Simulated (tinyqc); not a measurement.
Inside a calculation. Model: elastic trap-assisted tunnelling through a dielectric.

Numbers from tinyqc (`OMP_NUM_THREADS=1 python tinyqc.py 2370069 2370070 out.jsonl`; about 0.05 s on one thread of a shared Intel Xeon 2.30GHz). Printed values are rounded.

Emitter at x = 0 (Fermi level 0), collector at x = t (Fermi level -V), band edge U(x) = phi - F x, F = V/t. A trap at x has the energy E = U(x) - Et. With G(u) = (4/(3 F)) sqrt(mo/C) max(u, 0)^1.5, C = hbar^2/(2 m0): S1 = G(phi - E) - G(Et), S2 = G(Et) - G(phi - V - E), T1,2 = exp(-S1,2). The steady rate through one trap is nu T1 T2 (f1 - f2)/(T1 + T2), f1 = f(E), f2 = f(E + V), f(y) = 1/(1 + exp(y/Vt)); both contacts offer states at E.

Values chosen for this exercise; dielectric values close to those of silicon dioxide: temperature T = 350 K; barrier above the emitter Fermi level phi = 3.07 eV; tunnelling mass mo = 0.52 m0; thickness t = 3.5 nm; trap depth below the band edge of the dielectric Et = 2.16 eV; trap density Nt = 4.9e17 cm^-3; attempt frequency nu = 1e13 1/s; points of the grid n = 9; voltage V = 2.13 V; left end of the grid xa = 0.99 nm; right end of the grid xb = 2.1 nm.

Constants: q = 1.602176634e-19 C, kB = 1.380649e-23 J/K, hbar = 1.054571817e-34 J s, m0 = 9.1093837015e-31 kg, Vt = kB T/q, hbar^2/(2 m0) = 0.0380998212 eV nm^2. Results are converted to the units shown.

Range of the model: Phonon-assisted (inelastic) capture, chains of traps and a spread of trap depths are left out.

## Rate through a trap near the best position

n equally spaced x from xa to xb, where nearly all of the current flows; J = q Nt times the integral of the rate, by Simpson's rule.

x, point 0 to 8 (nm): [0.990000, 1.128750, 1.267500, 1.406250, 1.545000, 1.683750, 1.822500, 1.961250, 2.100000]
E, point 0 to 8 (eV): [0.3075143, 0.2230750, 0.1386357, 0.0541964, -0.0302429, -0.1146821, -0.1991214, -0.2835607, -0.3680000]
S1, point 0 to 8: [11.46861, 13.18550, 14.92804, 16.69587, 18.48862, 20.30596, 22.14755, 24.01308, 25.90224]
S2, point 0 to 8: [21.62357, 20.78161, 19.88849, 18.94699, 17.95947, 16.92799, 15.85434, 14.74013, 13.58678]
f1 - f2, point 0 to 8: [3.732269e-5, 6.131899e-4, 0.009985621, 0.1422259, 0.7315940, 0.9781695, 0.9986442, 0.9999174, 0.9999950]
rate, point 0 to 8 (1/s): [0.1516912, 5.781467, 228.4964, 7602.100, 43014.16, 14357.53, 2399.116, 372.5432, 56.33713]
J = 6.560799e-5 A/cm^2

A converged quadrature gives 7.307e-5 A/cm^2; this grid is 10 % below that. The rate peaks at x = 1.54 nm; traps sink below the emitter Fermi level beyond x = 1.50 nm.

## The best-placed trap against direct tunnelling

xs = 1.54 nm

At x = xs: E, S1, S2 and the occupation (T1 f1 + T2 f2)/(T1 + T2). Direct tunnelling at E = 0 has S = (4/(3 F)) sqrt(mo/C) [phi^1.5 - max(phi - V, 0)^1.5].

E = -0.02720000 eV
S1 = 18.42359
S2 = 17.99583
occupation = 0.2807335
S of direct tunnelling = 36.16200

The harder of the two steps has S = 18.4, 50.9 % of the direct exponent: the trap splits one long tunnelling path into two short ones.
